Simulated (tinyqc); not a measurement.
Worked calculation: five-level k.p model folded onto the conduction band. Values are carried at full precision from step to step, so a last printed digit may differ when a step is redone from the rounded ones.

Second-order sums for the lowest conduction level at E: 1/m = 1 + Cm + (Ep/3)(2/E + 1/(E + Dso)) - (Ep2/3)(2/(E7 + D2 - E) + 1/(E7 - E)); g/2 = 1 + Cg - (Ep/3)(1/E - 1/(E + Dso)) - (Ep2/3)(1/(E7 - E) - 1/(E7 + D2 - E)). E is counted from the top of the valence band; E = Eg at the edge.

Constants: hbar^2/2m0 = 3.80998211 eV angstrom^2.

Parameters, chosen for this exercise (near those of InP; the results hold for these values, not for the real material): Eg = 1.43 eV (gap at Gamma to the s-like level); Dso = 0.107 eV (spin-orbit splitting); Ep = 20.6 eV (Kane energy); E7 = 4.72 eV (upper Gamma7 conduction level, from the valence top); D2 = 0.07 eV (its spin-orbit splitting, Gamma8 above Gamma7); Ep2 = 5.1 eV (Kane energy to the upper levels); Cm = -0.9 (remote term in 1/m); Cg = -0.02 (remote term in g/2); k = 0.055 1/angstrom (wave vector along z).

## Mass and g factor term by term

Evaluate at E = Eg.

Terms:
```
level           part of 1/m  part of g
free + remote        0.1000     1.9600
Gamma8 valence       9.6037    -9.6037
Gamma7 valence       4.4676     8.9352
Gamma8 upper        -1.0119     1.0119
Gamma7 upper        -0.5167    -1.0334
```

m = 0.0791 m0
g = 1.270

The valence levels give 14.07 to 1/m and the upper levels take 1.53 away. In g the two valence terms nearly cancel when Dso is small against Eg; here Dso/Eg = 0.07 and they leave -0.669, the upper pair -0.022.

## The matrix at one k

For k along z and one spin sector the level c couples to four states. With c0 = hbar^2/2m0, P = sqrt(Ep c0), P2 = sqrt(Ep2 c0): diagonal Eg + (1 + Cm) c0 k^2 for c, and 0, -Dso, E7 + D2, E7 for lh, so, G8 up, G7 up (their own dispersion is left out); couplings of c: sqrt(2/3) P k to lh, sqrt(1/3) P k to so, sqrt(2/3) P2 k to G8 up, sqrt(1/3) P2 k to G7 up (phases chosen real).

Fill in the matrix.

H (eV), rows c, lh, so, G8 up, G7 up and columns alike:
$$\begin{pmatrix}
1.43115 & 0.39784 & 0.28132 & 0.19795 & 0.13997 \\
0.39784 & 0 & 0 & 0 & 0 \\
0.28132 & 0 & -0.10700 & 0 & 0 \\
0.19795 & 0 & 0 & 4.79000 & 0 \\
0.13997 & 0 & 0 & 0 & 4.72000
\end{pmatrix}$$

## Exact folding onto c

Solve E = H_cc + S(E), S(E) = sum_j H_cj^2/(E - H_jj), from E = H_cc, by plain substitution and by Newton steps on E - H_cc - S(E). The weight of c in the state is Z = 1/(1 - dS/dE). The exact level is the third eigenvalue of H from below.

Iterates (eV):
```
step  substitution   Newton
0          1.43115  1.43115
1          1.57558  1.56056
2          1.56022  1.56160
3          1.56173  1.56160
4          1.56158  1.56160
5          1.56160  1.56160
6          1.56160  1.56160
7          1.56160  1.56160
```

exact level = 1.56160 eV
Z = 0.9099

Substitution multiplies the error by about dS/dE = 1 - 1/Z = -0.099 a step, so it alternates; after 7 steps it is off by 1.3e-08 eV, while Newton is within 1e-5 eV from step 2 on.

## Loewdin series

Expanding E = H_cc + S(E) about Eg in powers of k^2, with s_n = sum_j H_cj^2/(Eg - H_jj)^n: order k^2: e2 = (1 + Cm) c0 k^2 + s1; order k^4: e4 = -s2 e2; order k^6: e6 = s3 e2^2 + s2^2 e2.

Give each order and the partial sums, counted from Eg.

s1 (eV), s2 (no unit), s3 (1/eV); (1 + Cm) c0 k^2 is H_cc - Eg: [0.14456, 0.11618, 0.07434]

e2, e4, e6 (eV): [0.14571, -0.01693, 0.00355]

partial sums (eV): [0.14571, 0.12878, 0.13233]

The exact value is 0.13160 eV; the errors of the partial sums are +14.11, -2.82 and +0.73 meV.

## Checks

- Curvature of the exact level at small k against the sum for 1/m: both 12.643.

Computed by tinyqc, a small Python program: `OMP_NUM_THREADS=1 python tinyqc.py 1081333 1081334 out.jsonl` (the numbers bound the seed that draws the inputs); one thread of a shared host (Intel(R) Xeon(R) Processor @ 2.30GHz), about 0.01 s for the whole set of steps.
